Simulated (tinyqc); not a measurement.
UHF in the sto-3g basis, for H3, spin multiplicity 2, step by step. One step of it, computed by the program tinyqc.

Question. Iteration 3: diagonalisation and new density. A level shift of 0.2 hartree raises the virtual space: F + shift (S - S D(s) S), with D(s) the density of one spin. Diagonalise F' = X^T F X, C = X C', fill 2 alpha and 1 beta electrons from the bottom; D(s) = C_occ C_occ^T. Each column has its largest component positive (the first on a tie).

F(alpha) (hartree), lower triangle:
```
           1H 1s      2H 1s      3H 1s
1H 1s  -0.040915
2H 1s  -0.260554  -0.380624
3H 1s  -0.260554  -0.008801  -0.380624
```

F(beta) (hartree), lower triangle:
```
           1H 1s      2H 1s     3H 1s
1H 1s  -0.280924
2H 1s  -0.234011   0.132167
3H 1s  -0.234011  -0.065922  0.132167
```

X, lower triangle:
```
           1H 1s     2H 1s     3H 1s
1H 1s   1.048931
2H 1s  -0.131282  1.024237
3H 1s  -0.131282  0.016136  1.024237
```

D(alpha) after iteration 2, lower triangle:
```
          1H 1s      2H 1s     3H 1s
1H 1s  0.219589
2H 1s  0.242136   0.775132
3H 1s  0.242136  -0.241136  0.775132
```

D(beta) after iteration 2, lower triangle:
```
          1H 1s     2H 1s     3H 1s
1H 1s  0.576026
2H 1s  0.234357  0.095349
3H 1s  0.234357  0.095349  0.095349
```

overlap S, lower triangle:
```
          1H 1s     2H 1s     3H 1s
1H 1s  1.000000
2H 1s  0.245591  1.000000
3H 1s  0.245591  0.016007  1.000000
```

Give: F' = X^T F X; orbital energies; coefficients C; F' = X^T F X; orbital energies; coefficients C; D(alpha) after iteration 3; D(beta) after iteration 3.

Answer.

F' = X^T F X (alpha) (hartree), lower triangle:
```
        1       2       3
1   0.216
2  -0.302  -0.294
3  -0.302   0.083  -0.294
```

orbital energies (alpha) (hartree): MO1 -0.475, MO2 -0.378, MO3 0.479

coefficients C (alpha):
```
         MO1     MO2     MO3
1H 1s  0.394   0.000   0.990
2H 1s  0.557   0.713  -0.499
3H 1s  0.557  -0.713  -0.499
```

F' = X^T F X (beta) (hartree), lower triangle:
```
        1       2      3
1  -0.114
2  -0.300   0.363
3  -0.300  -0.038  0.363
```

orbital energies (beta) (hartree): MO1 -0.372, MO2 0.401, MO3 0.584

coefficients C (beta):
```
         MO1     MO2     MO3
1H 1s  0.800   0.000   0.704
2H 1s  0.270   0.713  -0.697
3H 1s  0.270  -0.713  -0.697
```

D(alpha) after iteration 3, lower triangle:
```
       1H 1s   2H 1s  3H 1s
1H 1s  0.155
2H 1s  0.219   0.818
3H 1s  0.219  -0.198  0.818
```

D(beta) after iteration 3, lower triangle:
```
       1H 1s  2H 1s  3H 1s
1H 1s  0.640
2H 1s  0.216  0.073
3H 1s  0.216  0.073  0.073
```
